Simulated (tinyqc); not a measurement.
Resistance of a tapered via with liner, size effect and interface: two steps of the calculation.

A round via whose diameter grows from db at the bottom as D(z) = db + 2 z/tan(ang). The fill, of diameter D - 2 tl, starts above the bottom liner (thickness fb tl) and has rho = rho0 (1 + ks lam/(D - 2 tl)); the sidewall liner conducts in parallel with it. The bottom liner and the interface are crossed over the full area pi db^2/4. Spreading in the lines above and below is left out.

Inputs (values chosen for the exercise); fill metal close to copper:

| symbol | value | unit | meaning |
|---|---|---|---|
| db | 26 | nm | diameter at the bottom |
| hv | 95 | nm | height |
| ang | 85 | degrees | sidewall angle |
| rho0 | 1.71 | uohm cm | bulk resistivity of the fill |
| lam | 39.4 | nm | mean free path of the fill |
| ks | 1.2 |  | size-effect factor |
| tl | 2.6 | nm | liner on the sidewall |
| fb | 0.7 |  | liner at the bottom over that on the sidewall |
| rl | 220 | uohm cm | resistivity of the liner |
| ri | 1.9e-12 | ohm cm^2 | interface resistivity at the bottom |
| Sb | 1.1e15 | S/m^2 | ballistic conductance per area, about 3/(4 rho0 lam) |

Problem 1. Slices of the via. Slices between z0 = fb tl and hv, evaluated at their midpoints: conductance per length pi/4 [(D - 2 tl)^2/rho + (D^2 - (D - 2 tl)^2)/rl], slice resistance = slice height over that. 6 slices.

Give: z; D; rho; slice resistance.

Solution 1.

```
slice  z (nm)  D (nm)  rho (uohm cm)  slice resistance (ohm)
0      9.5850  27.677         5.3069                  2.0515
1      25.115  30.395         4.9190                  1.5169
2      40.645  33.112         4.6066                  1.1593
3      56.175  35.829         4.3496                 0.91013
4      71.705  38.547         4.1345                 0.73057
5      87.235  41.264         3.9518                 0.59748
```

Problem 2. Total resistance. R_fill = sum of the slices; R_bottom = rl fb tl/(pi db^2/4); R_interface = ri/(pi db^2/4); ballistic (Sharvin) limit 1/(Sb pi (db - 2 tl)^2/4); ideal cylinder rho0 hv/(pi db^2/4).

slice resistance, slice 0 to 5 (ohm): [2.0514820, 1.5168531, 1.1592848, 0.91012786, 0.73056868, 0.59747623]

Give: parts; R; shares; ballistic limit; ideal cylinder.

Solution 2.

parts (ohm): fill 6.9658, bottom liner 7.5415, interface 0.35786
R = 14.865 ohm
shares (%): fill 46.860, bottom liner 50.733, interface 2.407
ballistic limit = 2.6754 ohm
ideal cylinder = 3.0597 ohm

The bottom liner is the largest part, and R is 4.86 times the ideal cylinder. With 2000 slices R = 14.895 ohm.

tinyqc, about 0.01 s, one thread, Intel Xeon 2.30GHz (shared host): `OMP_NUM_THREADS=1 python tinyqc.py 2750066 2750067 out.jsonl`
